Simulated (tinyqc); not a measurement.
What moves the exposure: standing waves and exposure in a photoresist film.

Normal incidence from air. Unexposed resist: N1 = n1 + i k1 with k1 = (A + B) lam/(4 pi), lam in micrometres. r01 = (1 - N1)/(1 + N1), t01 = 2/(1 + N1). Substrate Ns = ns + i ks: r12 = (N1 - Ns)/(N1 + Ns). With p = exp(2 pi i N1 d/lam), the field at depth z is E(z) = t01 [exp(2 pi i N1 z/lam) + r12 p^2 exp(-2 pi i N1 z/lam)]/(1 + r01 r12 p^2), the relative intensity I(z) = n1 |E(z)|^2 and the reflectance R = |(r01 + r12 p^2)/(1 + r01 r12 p^2)|^2.

Values chosen for the exercise (a resist on polySi, indices near tabulated ones; the results hold for these values, not for the real material): lam = 365 nm (vacuum wavelength); n1 = 1.668 (resist index); A = 0.76 1/micrometre (bleachable absorption (Dill A)); B = 0.12 1/micrometre (fixed absorption (Dill B)); d = 994 nm (resist thickness); ns = 4.837 (substrate n); ks = 2.66 (substrate k).

The mean of I is over 800 depths.

One parameter was then changed.

Results before and after:
```
case     |r12|^2       R  mean I  I at the bottom
base      0.3429  0.1911  0.6559           0.0811
changed   0.3429  0.1415  0.6915           0.0854
```

Which of these changes was made? (a) n1 = 1.685; (b) ns = 5.321; (c) ks = 2.394; (d) d = 1004 nm; (e) B = 0.32 1/micrometre.

Answer: (d) d = 1004 nm. Of the candidates, run in turn, only this one gives the changed row.

All candidates:
```
case                   |r12|^2       R  mean I  I at the bottom
base                    0.3429  0.1911  0.6559           0.0811
d = 1004 nm             0.3429  0.1415  0.6915           0.0854
n1 = 1.685              0.3392  0.1434  0.6927           0.0873
B = 0.32 1/micrometre   0.3421  0.1618  0.5986           0.0674
ks = 2.394              0.3249  0.1876  0.6521           0.0834
ns = 5.321              0.3618  0.1987  0.6563           0.0712
```

(tinyqc, `OMP_NUM_THREADS=1 python tinyqc.py 1651391 1651392 out.jsonl`, Intel(R) Xeon(R) Processor @ 2.30GHz, 1 thread, shared host, about 0.01 s.)
